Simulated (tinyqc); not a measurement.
Six-band Luttinger-Kohn model with strain, step by step. Values are carried at full precision from step to step, so a last printed digit may differ when a step is redone from the rounded ones.

Constants: hbar^2/2m0 = 3.80998211 eV angstrom^2.

Inputs chosen for the exercise (near those of AlAs; not measured data): C11 = 126.6 GPa; C12 = 50.9 GPa; C44 = 54.3 GPa; load = uniaxial [111] (kind of stress); X = -0.84 GPa (stress); Dso = 0.293 eV (spin-orbit splitting); g1 = 3.75 (Luttinger gamma1); g2 = 0.81 (gamma2); g3 = 1.4 (gamma3); av = 2.44 eV (valence hydrostatic potential); b = -2.21 eV (tetragonal shear potential); d = -3.2 eV (trigonal shear potential); k = (0.018, 0.027, 0) 1/angstrom (wave vector); kmax = 0.08 1/angstrom (end of the path).

## Strain from a uniaxial [111] stress

s11 = (C11 + C12)/((C11 - C12)(C11 + 2 C12)), s12 = -C12/((C11 - C12)(C11 + 2 C12)), s44 = 1/C44; exx = s11 sxx + s12 (syy + szz) and cyclic, exy = s44 sxy/2; tension is positive. A uniaxial stress X along the unit vector n is s_ij = X n_i n_j.

s11, s12, s44 (1/TPa): 10.2661  -2.9439  18.4162

strain tensor:
```
           x          y          z
x  -0.001226  -0.002578  -0.002578
y  -0.002578  -0.001226  -0.002578
z  -0.002578  -0.002578  -0.001226
```

The volume changes by -0.368 %; there is shear in the cubic axes, so d enters.

## The terms P, Q, R, S at one k

P = c g1 k^2 - av tr(e); Q = c g2 (kx^2 + ky^2 - 2 kz^2) - (b/2)(exx + eyy - 2 ezz); R = c sqrt3 [-g2 (kx^2 - ky^2) + 2i g3 kx ky] + (sqrt3/2) b (exx - eyy) - i d exy; S = 2 c sqrt3 g3 (kx - i ky) kz - d (exz - i eyz); c = hbar^2/2m0, e the strain tensor (not engineering shear).

Form the four terms.

Terms (eV):
```
term            from k        from strain
P              0.01504            0.00897
Q              0.00325            0.00000
R     0.00216+0.00898i          -0.00825i
S              0.00000  -0.00825+0.00825i
```

## The Hamiltonian

Six-band Luttinger-Kohn model in the basis |3/2,3/2>, |3/2,1/2>, |3/2,-1/2>, |3/2,-3/2>, |1/2,1/2>, |1/2,-1/2>, electron energies, zero at the top of the unstrained valence band. H = -[rows: (P+Q, -S, R, 0, -S/r2, r2 R); (-S*, P-Q, 0, R, -r2 Q, r32 S); (R*, 0, P-Q, S, r32 S*, r2 Q); (0, R*, S*, P+Q, -r2 R*, -S*/r2); (-S*/r2, -r2 Q, r32 S, -r2 R, P+Dso, 0); (r2 R*, r32 S*, r2 Q, -S/r2, 0, P+Dso)], r2 = sqrt(2), r32 = sqrt(3/2). Levels are twofold.

Each term is the sum of its two parts.

H(k) (eV):
```
                  3/2,3/2          3/2,1/2         3/2,-1/2         3/2,-3/2          1/2,1/2         1/2,-1/2
3/2,3/2           -0.0273  -0.0083+0.0083i  -0.0022-0.0007i                0  -0.0058+0.0058i  -0.0031-0.0010i
3/2,1/2   -0.0083-0.0083i          -0.0208                0  -0.0022-0.0007i           0.0046   0.0101-0.0101i
3/2,-1/2  -0.0022+0.0007i                0          -0.0208   0.0083-0.0083i   0.0101+0.0101i          -0.0046
3/2,-3/2                0  -0.0022+0.0007i   0.0083+0.0083i          -0.0273   0.0031-0.0010i  -0.0058-0.0058i
1/2,1/2   -0.0058-0.0058i           0.0046   0.0101-0.0101i   0.0031+0.0010i          -0.3170                0
1/2,-1/2  -0.0031+0.0010i   0.0101+0.0101i          -0.0046  -0.0058+0.0058i                0          -0.3170
```

## Levels and their make-up

Diagonalise H. The weights add +m and -m and are averaged over each pair; m is taken along z.

levels from the top, each twofold (eV): -0.0111  -0.0359  -0.3180

weights:
```
               top  second  third
|3/2,+-3/2>  0.359   0.640  0.001
|3/2,+-1/2>  0.639   0.358  0.003
|1/2,+-1/2>  0.002   0.001  0.997
```

The top pair is 64 % |3/2,+-1/2>, the second pair is 64 % |3/2,+-3/2> and the third pair is 100 % |1/2,+-1/2>.

## Band edges at k = 0
Diagonalise H at k = 0. The weights add +m and -m (m along z) and are averaged over each pair.

edges from the top (eV): 0.0066  -0.0233  -0.3033

weights at k = 0:
```
               top  second  third
|3/2,+-3/2>  0.498   0.500  0.002
|3/2,+-1/2>  0.498   0.500  0.002
|1/2,+-1/2>  0.004   0.000  0.996
```

The stress splits the top two pairs by 29.9 meV, 1.16 times kT at 300 K (25.85 meV); the third lies 309.9 meV below the top, against Dso = 293 meV without stress.

## Polarisation of the edge transitions

In the basis X, Y, Z times spin, H(k = 0) has -Dso/3 + l exx + m (eyy + ezz) on the diagonal (cyclic) and n exy off it, l = av + 2 b, m = av - b, n = sqrt(3) d. Spin-orbit term (Dso/3) L.sigma on X, Y, Z with (L_k)_ij = -i epsilon_kij: <X+|H|Y+> = -i Dso/3, <X+|H|Z-> = Dso/3, <Y+|H|Z-> = -i Dso/3, <Z+|H|X-> = -Dso/3, <Z+|H|Y-> = i Dso/3, <X-|H|Y-> = i Dso/3, and their conjugates; + and - are the spin along z. The strength of a transition to an s-like conduction level for light polarised along the unit vector u is the weight of the orbital ux X + uy Y + uz Z in the valence state, summed over spin and averaged over the pair.

strain block of X, Y, Z (eV):
```
          X         Y         Z
X  -0.00897   0.01429   0.01429
Y   0.01429  -0.00897   0.01429
Z   0.01429   0.01429  -0.00897
```

Relative strengths:
```
polarisation    top  second  third
[100]         0.333   0.333  0.333
[010]         0.333   0.333  0.333
[001]         0.333   0.333  0.333
[110]         0.530   0.167  0.303
[1-10]        0.137   0.500  0.363
[111]         0.727   0.000  0.273
```

The top pair is strongest for light along [111] (0.727) and weakest along [1-10] (0.137); without strain every direction has 1/3 on average over the fourfold top. For each polarisation the three pairs add up to 1.

## Hole masses at the edges

Curvature at k = 0: m/m0 = -2 c h^2/(E(h u) + E(-h u) - 2 E(0)) with h = 0.0002 1/angstrom along the unit vector u.

Hole masses (m0):
```
direction    top  second  third
[110]      0.185   0.426  0.286
[1-10]     0.477   0.194  0.250
[100]      0.267   0.267  0.267
[001]      0.267   0.267  0.267
```

Of the directions listed, the top pair is lightest along [110] (0.185) and heaviest along [1-10] (0.477). These masses hold only for hole energies well below the splitting of 30 meV.

## Bands along [110] and [001]

Six points from 0 to kmax in each direction.

Levels (eV):
```
direction  |k| (1/angstrom)      top   second    third  top, no stress  second, no stress
[110]                 0.000   0.0066  -0.0233  -0.3033          0.0000             0.0000
[110]                 0.016   0.0016  -0.0257  -0.3067         -0.0012            -0.0061
[110]                 0.032  -0.0109  -0.0353  -0.3176         -0.0046            -0.0240
[110]                 0.048  -0.0230  -0.0583  -0.3375         -0.0102            -0.0520
[110]                 0.064  -0.0332  -0.0931  -0.3692         -0.0177            -0.0876
[110]                 0.080  -0.0437  -0.1335  -0.4170         -0.0268            -0.1270
[001]                 0.000   0.0066  -0.0233  -0.3033          0.0000             0.0000
[001]                 0.016   0.0031  -0.0270  -0.3070         -0.0021            -0.0052
[001]                 0.032  -0.0066  -0.0390  -0.3182         -0.0083            -0.0207
[001]                 0.048  -0.0204  -0.0606  -0.3377         -0.0187            -0.0457
[001]                 0.064  -0.0372  -0.0918  -0.3665         -0.0332            -0.0791
[001]                 0.080  -0.0572  -0.1306  -0.4064         -0.0519            -0.1192
```

## Checks

- Levels against the same model in the basis X, Y, Z times spin: they agree to 1e-10 or better.

tinyqc: `OMP_NUM_THREADS=1 python tinyqc.py 1080668 1080669 out.jsonl`; about 0.06 s, one thread, shared Intel(R) Xeon(R) Processor @ 2.30GHz.
